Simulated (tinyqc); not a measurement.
Thermoelectric coefficients with energy filtering, Landauer integrals: one step of the calculation.

Bulk parabolic band, x = (E - Ec)/kB T, C = hbar^2/(2 m0), kB T in eV. Modes per area gv m kB T x/(4 pi C) times the back-scattering length l0 x^rr give the transport function s0 X(x), s0 = (2 q^2/h) gv m kB T l0/(4 pi C), X = x^(1 + rr), multiplied by tb for x < xb. I_k = int X (x - eta)^k w dx, w = 1/(4 cosh^2((x - eta)/2)).

Problem. Coefficients of the electrons. sigma = s0 I_0, S = -(kB/q) I_1/I_0, Lorenz number L = (kB/q)^2 [I_2/I_0 - (I_1/I_0)^2], kappa_e = L sigma T.

Inputs (values chosen for the exercise):
- T = 500 K (temperature)
- m = 0.22 m0 (mass of one valley)
- gv = 4 (valleys)
- l0 = 2.6 nm (back-scattering length at x = 1)
- rr = 0.5 (energy exponent of that length)
- eta = 4.4 (reduced Fermi level (EF - Ec)/kB T)

Constants: q = 1.602176634e-19 C, kB = 1.380649e-23 J/K, hbar = 1.054571817e-34 J s, h = 6.62607015e-34 J s, m0 = 9.1093837015e-31 kg, Vt = kB T/q, hbar^2/(2 m0) = 0.0380998212 eV nm^2. Results are converted to the units shown.

converged I_0, I_1, I_2: [7.4165390, 12.294781, 35.894216]

Give: s0; sigma; S; L; kappa_e.

Solution.

s0 = 159.54 S/cm
sigma = 1183.2 S/cm
S = -142.85 uV/K
L = 1.5532 x 1e-8 V^2/K^2
kappa_e = 0.91888 W/(m K)

L is 36 % below the Sommerfeld value (pi^2/3)(kB/q)^2 = 2.443e-8 V^2/K^2.

Range of the model: Parabolic bands, elastic scattering and a fixed kL make these model figures, not those of a material.

Numbers from tinyqc (`OMP_NUM_THREADS=1 python tinyqc.py 2800002 2800003 out.jsonl`; about 0.02 s on one thread of a shared Intel Xeon 2.30GHz).
